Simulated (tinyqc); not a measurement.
Worked calculation: plane-wave Kohn-Sham cycle with exchange-only LDA in a layered model solid. One step of it, computed by the program tinyqc.

Task: Iteration 1: Hamiltonian at one k. H(m,m') = (k + G_m)^2/2 delta + V(G_m - G_m'), with V(-G) = V(G).

A solid whose potential varies along x alone (atomic units):
```
parameter                      value
period a                    7.400000
cross-section of the cell  25.000000
electrons per cell                 4
grid points                       16
plane waves -n..n, n               2
k points                           1
V1 in V1 cos(2 pi x/a)     -0.630000
V2 in V2 cos(4 pi x/a)     -0.200000
```

V(G_m), m = 0, 1, 2, ... (hartree): -0.274338  -0.315000  -0.100000  0.000000  0.000000

k = 0.000000 2 pi / a

Give: H.

Result:

H (hartree), lower triangle:
```
         -2       -1       +0       +1      +2
-2   1.1675
-1  -0.3150   0.0861
+0  -0.1000  -0.3150  -0.2743
+1   0.0000  -0.1000  -0.3150   0.0861
+2   0.0000   0.0000  -0.1000  -0.3150  1.1675
```
